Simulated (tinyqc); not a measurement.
Interface traps by the conductance method, a continuum of levels: two steps of the calculation.

MOS capacitor on an n-type substrate; psi is the band bending, negative in depletion; only majority carriers are counted. The traps exchange electrons with the conduction band; their admittance lies in parallel with Cd, and that pair in series with Cox and Rs. w = 2 pi f.

Parameters, values chosen for the exercise: signal frequency f = 44000 Hz.

Question 1. Parallel conductance and capacitance. With x = w tau: Gp/w = Cit ln(1 + x^2)/(2 x), Cp = Cd + Cit arctan(x)/x.

Cd = 118.09181 nF/cm^2
tau = 5.3778516e-6 s
Cit = 160.21766 nF/cm^2

Give: x; Gp/w; Cp.

Answer 1.

x = 1.4868
Gp/w = 62.848 nF/cm^2
Cp = 223.56 nF/cm^2

The peak of Gp/w lies at x = 1.98 with the height 0.402 Cit; this frequency gives 0.392 Cit.

Question 2. Extraction from the readings. Ignoring Rs: Gp/w = w Cox^2 Gm/[Gm^2 + w^2 (Cox - Cm)^2].

Cox = 345.31332 nF/cm^2
Cm = 138.23085 nF/cm^2
Gm/w = 22.878132 nF/cm^2

Give: extracted Gp/w.

Answer 2.

extracted Gp/w = 62.85 nF/cm^2

Range of the model: In a narrow-gap semiconductor minority carriers respond as well once the bending nears the inversion point; they are left out.

tinyqc, about 0.01 s, one thread, Intel Xeon 2.30GHz (shared host): `OMP_NUM_THREADS=1 python tinyqc.py 2030117 2030118 out.jsonl`
